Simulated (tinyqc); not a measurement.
Energy and delay of logic against supply voltage: energy and delay against supply voltage.

One expression serves below and above threshold: I(Vg) = Ik [ln(1 + exp((Vg - VT + dd V)/(al nf Vt)))]^al, with I_on = I(V) and I_off = I(0). Gate delay td = kd C V/I_on, clock period LD td. Per gate and cycle the switching energy is act C V^2 and the leakage energy I_off V LD td. No short-circuit current, no variation. Minima are sought above 0.09 V; below a few Vt gates no longer switch and the model has no meaning.

EDP = energy times td.

Values chosen for this exercise; values of the order met in logic technologies:

| symbol | value | unit | meaning |
|---|---|---|---|
| T | 300 | K | temperature |
| VT | 0.28 | V | threshold voltage at zero drain bias |
| nf | 1.34 |  | slope factor |
| dd | 0.08 |  | barrier lowering per volt of supply |
| Ik | 1.7 | uA | specific current of a gate |
| al | 1.59 |  | exponent of the current law |
| C | 0.58 | fF | load capacitance of a gate |
| kd | 0.6 |  | delay factor |
| LD | 20 |  | logic depth |
| act | 0.05 |  | activity factor |

Constants: q = 1.602176634e-19 C, kB = 1.380649e-23 J/K, Vt = kB T/q. Results are converted to the units shown.

Energy and delay against supply voltage:

| V (V) | I_on (uA) | I_off (nA) | td (ps) | switching (aJ) | leakage (aJ) | energy (aJ) | EDP (fJ ps) |
|---|---|---|---|---|---|---|---|
| 0.15 | 0.05157 | 0.7378 | 1012 | 0.6525 | 2.240 | 2.893 | 2.928 |
| 0.27 | 1.202 | 0.9723 | 78.19 | 2.114 | 0.4105 | 2.525 | 0.1974 |
| 0.38 | 7.099 | 1.252 | 18.63 | 4.188 | 0.1772 | 4.365 | 0.08131 |
| 0.5 | 20.11 | 1.649 | 8.653 | 7.250 | 0.1427 | 7.393 | 0.06397 |
| 0.62 | 38.14 | 2.171 | 5.656 | 11.15 | 0.1523 | 11.30 | 0.06392 |
| 0.73 | 58.23 | 2.794 | 4.363 | 15.45 | 0.1779 | 15.63 | 0.06820 |
| 0.85 | 83.55 | 3.676 | 3.541 | 20.95 | 0.2212 | 21.17 | 0.07497 |
| 0.97 | 112.1 | 4.834 | 3.011 | 27.29 | 0.2824 | 27.57 | 0.08301 |
| 1.08 | 140.9 | 6.211 | 2.667 | 33.83 | 0.3578 | 34.18 | 0.09116 |
| 1.2 | 175.1 | 8.159 | 2.385 | 41.76 | 0.4671 | 42.23 | 0.1007 |

td falls from 1010 to 2.39 ps; the energy goes from 2.89 through a minimum of 2.52 (at V = 0.27 V among the rows listed) to 42.2 aJ and the EDP goes from 2.93 through a minimum of 0.0639 (at V = 0.62 V among the rows listed) to 0.101 fJ ps. The exact minima lie at V = 0.216 V for the energy and 0.555 V for the EDP. Going from 1.2 V to the energy minimum saves a factor of 19.2 in energy and costs a factor of 96.5 in delay. Below the minimum the leakage energy rises faster than the switching energy falls, because the clock period grows so steeply.

Numbers from tinyqc (`OMP_NUM_THREADS=1 python tinyqc.py 2082109 2082110 out.jsonl`; about 0.01 s on one thread of a shared Intel Xeon 2.30GHz).
